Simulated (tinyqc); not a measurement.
Harmonic transition-state theory with quantum, tunnelling and friction corrections: one step, computed by the program tinyqc. Command: `OMP_NUM_THREADS=1 python tinyqc.py 3017389 3017390 out.jsonl rates walk`. One thread of a shared host (Intel(R) Xeon(R) Processor @ 2.30GHz), about 0.01 s of CPU time with the checks.

One atom hops between equivalent sites; three modes at the minimum and two real modes at the saddle are treated as harmonic, the rest of the crystal as unchanged; melting is ignored, so hot rows may lie above the melting point.

Task: Quantum harmonic rate. Vineyard: nu* = product of minimum frequencies / product of real saddle frequencies; k_cl = nu* exp(-E_b/(k_B T)). Quantum harmonic: k_q = (k_B T/h) [prod 2 sinh(x_i/2) (minimum) / prod 2 sinh(x_j/2) (saddle)] exp(-E_b/(k_B T)), x = h nu/(k_B T). Zero-point correction to the barrier = (h/2)(sum of saddle frequencies - sum of minimum frequencies).

Inputs (values chosen for the exercise, modelled on interstitial oxygen in silicon): barrier E_b = 2.38 eV; temperature T = 1210 K.

Lattice of sites: three-dimensional.

frequencies at the minimum (THz): 19.4  25.3  26.1

real frequencies at the saddle (THz): 24.6  31.6

Constants: h x 1 THz = 4.135667696 meV; k_B = 8.617333262e-05 eV/K.

Give: x at the minimum; x at the saddle; zero-point correction; quantum harmonic rate k_q; ratio k_q/k_cl.

Result:

x at the minimum: 0.769  1.003  1.035

x at the saddle: 0.976  1.253

zero-point correction = -30.19 meV

quantum harmonic rate k_q = 2027 1/s

ratio k_q/k_cl = 1.006

To second order in x the ratio is 1 + (sum x_i^2 - sum x_j^2)/24 = 1.0062.
